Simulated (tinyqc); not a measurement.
## One electron in a tunnel-coupled double dot: charge qubit, sensing and quantum capacitance: peak signal against tunnel coupling

Basis (left, right), H = [[ep/2, tc], [tc, -ep/2]], splitting Om = sqrt(ep^2 + 4 tc^2), ep = al times the gate voltage. In equilibrium the electron is on the right with the chance P_R = [1 + (ep/Om) tanh(Om/2 kB T)]/2.

At ep = 0: q^2 al^2 dP_R/d(ep) splits into Cq = q^2 al^2 (2 tc^2/Om^3) tanh(Om/2 kB T) and Ct = q^2 al^2 (ep/Om)^2/(4 kB T cosh^2(Om/2 kB T)); Ct appears only if relaxation is faster than the drive. A resonator of frequency f0, capacitance Cp and quality factor Q shifts by df = -f0 Cq/(2 Cp) and its phase by -2 Q Cq/Cp. The slope dP_R/d(ep) there is tanh(tc/kB T)/(4 tc).

Inputs (values chosen for the exercise): electron temperature T = 0.041 K; lever arm of the gate on the detuning al = 0.42 eV/V; resonator frequency f0 = 339 MHz.

Constants: q = 1.602176634e-19 C, kB = 1.380649e-23 J/K, h = 6.62607015e-34 J s, Vt = kB T/q. Results are converted to the units shown.

Result of one run:
```
tc/kB T	Cq (aF)	slope (1/ueV)	2 tc/h (GHz)
19.813	100.94	0.0035714	33.852
```

Which tunnel coupling tc gave this result: 0.62, 15, 32 or 70 ueV?

tc = 70 ueV.

The whole series:
```
tc (ueV)	tc/kB T	Cq (aF)	slope (1/ueV)	2 tc/h (GHz)
0.28	0.079250	1995.6	0.070611	0.13541
0.62	0.17548	1979.5	0.070042	0.29983
1.4	0.39625	1901.3	0.067275	0.67704
3	0.84911	1626.5	0.057550	1.4508
6.6	1.8680	1020.7	0.036114	3.1917
15	4.2456	470.85	0.016660	7.2540
32	9.0572	220.80	0.0078125	15.475
70	19.813	100.94	0.0035714	33.852
```

The peak Cq falls from 2000 to 101 aF: it levels off at q^2 al^2/(4 kB T) = 2000 aF for weak coupling and goes as tc^(-1.00) between the last two rows. Below tc of about kB T the slope measures temperature rather than coupling. For tc = 0.28, 0.62, 1.4 2 tc/h is less than three times the drive frequency f0, so the electron cannot follow adiabatically.

Program tinyqc, `OMP_NUM_THREADS=1 python tinyqc.py 2470018 2470019 out.jsonl`; Intel Xeon 2.30GHz, shared host, one thread, about 0.01 s.
